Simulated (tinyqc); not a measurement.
Thermodynamics of metal silicides: hull, first phase, silicon consumed, nucleation and stability against SiO2: one step, computed by the program tinyqc.

Entropies of formation of the solids are neglected, so heats stand for free energies. Si fractions: M5Si3 0.3750, MSi 0.5000, MSi2 0.6667.

Problem. Which phases are stable. A phase is stable if it lies below every straight line between a phase on its left and one on its right (M and Si at zero). Distance = its heat less the lowest such line, negative for a stable phase.

Inputs (values chosen for the exercise, for a model metal): heat of formation of M5Si3 = -72.9 kJ/mol atoms; heat of formation of MSi = -66.6 kJ/mol atoms; heat of formation of MSi2 = -48.4 kJ/mol atoms.

Phases: M5Si3, MSi, MSi2.

Give: distance to the lowest tie line.

Solution.

distance to the lowest tie line (kJ/mol atoms): M5Si3 -22.95, MSi -4.20, MSi2 -4.00

All three are stable.
